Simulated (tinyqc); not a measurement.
p-n diode with diffusion and depletion-layer recombination: two steps of the calculation.

Abrupt junction in the depletion approximation, low injection, full ionisation, neutral widths fixed, ohmic contact on the p side. Vj is the junction voltage; where a series resistance Rs is given, V = Vj + J Rs is the terminal voltage.

Values chosen for this exercise; band and dielectric values those of a made-up semiconductor: temperature T = 300 K; band gap Eg = 1.42 eV; conduction-band density of states at T Nc = 2.93e19 cm^-3; valence-band density of states at T Nv = 2.98e19 cm^-3; acceptor density Na = 8e17 cm^-3; donor density Nd = 7.9e16 cm^-3; electron mobility in the p side mun = 360 cm^2/(V s); hole mobility in the n side mup = 260 cm^2/(V s); electron lifetime tn = 3e-6 s; hole lifetime tp = 6e-7 s; neutral width of the p side wp = 6.2 um; neutral width of the n side wn = 5.3 um; recombination velocity at the n contact Sp = 1e7 cm/s; series resistance Rs = 0.00062 ohm cm^2; terminal voltage V = 1.08 V.

Constants: q = 1.602176634e-19 C, kB = 1.380649e-23 J/K, Vt = kB T/q. Results are converted to the units shown.

Problem 1. Diffusion lengths and saturation currents. ni = sqrt(Nc Nv) exp(-Eg/(2 Vt)), Eg in volts; D = mu Vt; Ln = sqrt(Dn tn), Lp = sqrt(Dp tp); J0n = q ni^2 Dn coth(wp/Ln)/(Ln Na); J0p = (q ni^2 Dp/(Lp Nd)) (s + tanh(wn/Lp))/(1 + s tanh(wn/Lp)), s = Sp Lp/Dp.

Give: ni; Ln; Lp; J0n; J0p.

Solution 1.

ni = 3.4919e7 cm^-3
Ln = 52.840 um
Lp = 20.082 um
J0n = 3.6825e-18 A/cm^2
J0p = 3.2048e-17 A/cm^2

wp/Ln = 0.12 and wn/Lp = 0.26; holes carry 89.7 % of the diffusion current.

Problem 2. New Vj. Diffusion current alone: J = J0 (exp(Vj/Vt) - 1), g = Vj + J Rs - V, g' = 1 + Rs J0 exp(Vj/Vt)/Vt, Vj(new) = Vj - g/g'.

Vj after iteration 1 = 1.1445583 V
J0 = J0n + J0p = 3.5730864e-17 A/cm^2

Give: J; g; g'; Vj after iteration 2.

Solution 2.

J = 603.6 A/cm^2
g = 0.4388 V
g' = 15.48
Vj after iteration 2 = 1.116 V

Program tinyqc, `OMP_NUM_THREADS=1 python tinyqc.py 2260133 2260134 out.jsonl`; Intel Xeon 2.30GHz, shared host, one thread, about 0.01 s.
